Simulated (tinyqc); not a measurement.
# Mobility of a non-polar semiconductor in the relaxation-time approximation, step by step

A worked calculation. Computed by tinyqc, a small Python program that keeps every step. Command: `OMP_NUM_THREADS=1 python tinyqc.py 3001238 3001239 out.jsonl rta walk`. One thread of a shared host (Intel(R) Xeon(R) Processor @ 2.30GHz), about 0.01 s of CPU time with the checks. Intermediate numbers are printed to about 6 digits and carried at full precision; extremes and crossings named in words are read from the listed rows.

Each valley is treated as a sphere of mass m_d for states and rates, with one isotropic relaxation time; the conductivity mass m_c sets the current.

Inputs (values chosen for the exercise, modelled on electrons in germanium):

| quantity | value | unit |
|---|---|---|
| longitudinal mass m_l | 1.6 | m_0 |
| transverse mass m_t | 0.0804 | m_0 |
| equivalent valleys Z | 4 | - |
| non-parabolicity alpha | 0.71 | 1/eV |
| static permittivity eps_s | 16 | - |
| density rho | 5323 | kg/m^3 |
| sound velocity v_l | 5250 | m/s |
| acoustic deformation potential D_A | 11 | eV |
| phonon energy hbar w | 33.3 | meV |
| optical or intervalley deformation potential D_o | 4.8 | 1e8 eV/cm |
| final valleys Z_f | 3 | - |
| carrier density n | 6.6e+14 | 1/cm^3 |
| compensation ratio C | 0 | - |
| temperature T | 350 | K |

Band: Kane. Impurity formula: Brooks-Herring. Further scattering: none.

Constants: k_B = 8.617333262e-05 eV/K; m_0 = 9.1093837015e-31 kg; e = 1.602176634e-19 C; hbar = 1.054571817e-34 J s; eps_0 = 8.8541878128e-12 F/m; k_B = 1.380649e-23 J/K; hbar = 6.582119569e-16 eV s.

## Masses

m_d = (m_l m_t^2)^(1/3); 1/m_c = (1/m_l + 2/m_t)/3; Hall mass factor A = 3 K_m (K_m + 2)/(2 K_m + 1)^2, K_m = m_l/m_t; N_I = n (1 + C)/(1 - C).

density-of-states mass m_d = 0.217877 m_0

conductivity mass m_c = 0.117644 m_0

Hall mass factor A = 0.785412

ionised impurity density N_I = 6.60e+14 1/cm^3

## Fermi level and screening

Kane band: hbar^2 k^2/(2 m) = E (1 + alpha E), speed v = hbar k/(m (1 + 2 alpha E)), states per spin, volume and energy g(E) = m k (1 + 2 alpha E)/(2 pi^2 hbar^2); overlap factors are set to 1. Here m = m_d. Masses are multiplied by m_0 and all formulas are in SI units. The reduced Fermi level eta = E_F/(k_B T) solves n = 2 Z int g f dE with f = 1/(1 + exp(x - eta)) (Z = 1 unless valleys are given); screening length L_s = sqrt(eps_s eps_0 k_B T/(e^2 dn/deta)), dn/deta = 2 Z int g f (1 - f) dE. Integrals over x = E/(k_B T) use 160 Gauss-Legendre points in u = sqrt(x) from 0 to sqrt(max(eta, 0) + 32).

reduced Fermi level eta = -9.95628

screening length L_s = 201.016 nm

The gas is non-degenerate (eta < -2), and L_s is close to the Debye length.

## Rates at a few energies

Phonon occupation N_q = 1/(exp(hbar w/(k_B T)) - 1). Acoustic deformation potential (elastic, equipartition, absorption and emission together): 1/tau = 2 pi k_B T D_A^2 g(E)/(hbar rho v_l^2). Optical or intervalley deformation potential: 1/tau = (pi Z_f D_o^2/(rho w)) [N_q g(E + hbar w) + (N_q + 1) g(E - hbar w)], with g = 0 below the band edge. Each optical term is multiplied by (1 - f(E'))/(1 - f(E)), E' the final energy, for Pauli blocking. Singly charged impurities, momentum relaxation: 1/tau = N_I e^4 m (1 + 2 alpha E) Phi/(8 pi (eps_s eps_0)^2 hbar^3 k^3), with alpha = 0 for a parabolic band. Brooks-Herring: Phi = ln(1 + b) - b/(1 + b), b = 4 k^2 L_s^2.

Rates (1e12/s) at E = (max(eta, 0) + 0.5, 1, 2, 4) k_B T:

| E (meV) | acoustic | optical | ionised impurity |
|---|---|---|---|
| 15.080 | 1.66176 | 0.53057 | 0.0495364 |
| 30.161 | 2.41202 | 0.62303 | 0.0190484 |
| 60.321 | 3.58824 | 1.94802 | 0.0073205 |
| 120.643 | 5.58621 | 3.40929 | 0.0028221 |

## Mobility for each process alone

mu = (m_d/m_c) (2 Z e/(3 n k_B T)) int g v^2 tau f (1 - f) dE. Averages over x are split at the emission threshold x_0 = hbar w/(k_B T): 64 Gauss-Legendre points in sqrt(x) below it and 128 in sqrt(x - x_0) above it, up to x = max(eta, 0) + 32.

acoustic mobility = 4041.76 cm^2/(V s)

optical mobility = 9582.25 cm^2/(V s)

ionised impurity mobility = 2.72186e+06 cm^2/(V s)

## All processes together

Rates are added at each energy before the average. With <y> = int g v^2 y f (1 - f) dE: Hall factor r_H = A (3 n k_B T/(2 Z m_d)) <tau^2/(1 + 2 alpha E)>/<tau>^2 (alpha = 0 for a parabolic band); Hall mobility r_H mu; |S| = (k_B/e) (<x tau>/<tau> - eta); resistivity 1/(n e mu).

drift mobility mu = 2752.45 cm^2/(V s)

Hall factor r_H = 1.05221

Hall mobility = 2896.17 cm^2/(V s)

Seebeck coefficient |S| = 1014.75 microvolt/K

resistivity = 3.43579 ohm cm

Taking r_H = 1 in a Hall measurement would give a density 0.950 times the true one.

## Matthiessen's rule against the full average

Matthiessen's rule adds 1/mu of the separate processes.

Separate mobilities:

| process | mu (cm^2/(V s)) | share of the sum of 1/mu (%) |
|---|---|---|
| acoustic | 4.04176e+03 | 7.02602e+01 |
| optical | 9.58225e+03 | 2.96355e+01 |
| ionised impurity | 2.72186e+06 | 1.04331e-01 |

mobility by Matthiessen's rule = 2839.75 cm^2/(V s)

excess of Matthiessen's rule over the full mu = 3.17175 %

The rule gives 2840 against the full 2752, 3.2 % too high; it can only overestimate, since each separate average is carried by the energies where that process is weak. The largest shares are acoustic (70 %) and optical (30 %).

Checks made by the program: the sum rule (2 Z/(3 k_B T)) int g v^2 (1 + 2 alpha E) f (1 - f) dE = n/m_d (relative difference below 1e-10).
